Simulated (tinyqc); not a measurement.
# Changing the J1

Model: polytypes and stacking faults of a tetrahedral semiconductor in an axial Ising model with couplings up to third neighbours. Computed by tinyqc, a small Python program. Command: `OMP_NUM_THREADS=1 python tinyqc.py 3010091 3010092 out.jsonl polytype sweep`. One thread of a shared host (Intel(R) Xeon(R) Processor @ 2.30GHz), about 0.01 s of CPU time with the checks.

Each double layer has s = +1 or -1 for the sense of its stacking step; E per pair of atoms = E0 - sum_n J_n <s_i s_(i+n)>, n = 1, 2, 3. Hexagonality h = (1 - <s_i s_(i+1)>)/2.

Inputs (values chosen for the exercise, of the order of those of GaN for J, a, G and the gaps):

| quantity | value | unit |
|---|---|---|
| J2 | -0.419 | meV/pair |
| J3 | 0.13 | meV/pair |
| basal lattice constant a | 3.19 | angstrom |
| shear modulus G | 116 | GPa |
| Poisson ratio nu | 0.2 | - |
| gap of 3C | 3.3 | eV |
| gap of 4H | 3.4 | eV |

Host polytype: 2H.

correlations of the repeat units 3C (+), 2H (+-), 4H (++--), 6H (+++---), 15R (+++--), 8H (++++----), 21R (++++---), 9R (++-):
```
         n = 1      n = 2      n = 3
3C    1.000000   1.000000   1.000000
2H   -1.000000   1.000000  -1.000000
4H    0.000000  -1.000000   0.000000
6H    0.333333  -0.333333  -1.000000
15R   0.200000  -0.600000  -0.600000
8H    0.500000   0.000000  -0.500000
21R   0.428571  -0.142857  -0.714286
9R   -0.333333  -0.333333   1.000000
```

fault coefficients k_n:
```
    J1  J2  J3
I1  -2   4  -6
I2  -4   4  -4
E   -6   4  -6
```

Constants: 1 eV/angstrom^2 = 16.02176634 J/m^2.

Method:
- E - E(3C) = sum_n J_n (1 - C_n), C_n = <s_i s_(i+n)>. The gap is taken linear in h between 3C (h = 0) and 4H (h = 1/2), a rough rule, with a dash beyond.
- Faults in 2H: the sequences I1 (+), I2 (++), E (+++) are put between perfect repeats; k_n = (layers x C_n of the host) - sum_i s_i s_(i+n). gamma = sum k_n J_n/A, A = (sqrt 3/2) a^2; 1 meV/angstrom^2 = 16.02177 mJ/m^2.
- Screw line, bounded by the I2 fault of energy gamma: b = a, partials b_p = a/sqrt 3; d = G b_p^2 (2 - 3 nu)/(8 pi gamma (1 - nu)). One partial is driven off by the shear stress gamma/b_p along its Burgers vector.

One run for each value:

| J1 (meV/pair) | E(2H) - E(3C) (meV/pair) | E(4H) - E(3C) (meV/pair) | E(6H) - E(3C) (meV/pair) | energy of the glide fault, I2 (mJ/m^2) | splitting width d (nm) |
|---|---|---|---|---|---|
| -7.22 | -14.18 | -7.928 | -5.112 | 48.51 | 5.65 |
| -6.76 | -13.26 | -7.468 | -4.805 | 45.17 | 6.07 |
| -6.30 | -12.34 | -7.008 | -4.499 | 41.82 | 6.55 |
| -5.84 | -11.42 | -6.548 | -4.192 | 38.48 | 7.12 |
| -5.38 | -10.50 | -6.088 | -3.885 | 35.13 | 7.80 |
| -4.92 | -9.58 | -5.628 | -3.579 | 31.79 | 8.62 |
| -4.46 | -8.66 | -5.168 | -3.272 | 28.44 | 9.63 |
| -4.00 | -7.74 | -4.708 | -2.965 | 25.10 | 10.92 |
| -3.54 | -6.82 | -4.248 | -2.659 | 21.75 | 12.60 |

Over the rows, E(2H) - E(3C) (meV/pair) rises from -14.2 to -6.82; E(4H) - E(3C) (meV/pair) rises from -7.93 to -4.25; E(6H) - E(3C) (meV/pair) rises from -5.11 to -2.66. All energies are linear in J1, with slopes 2, 1 and 2/3 for 2H, 4H and 6H: twice the hexagonality.

Extremes, crossings and ranges named in words are read from the listed rows.
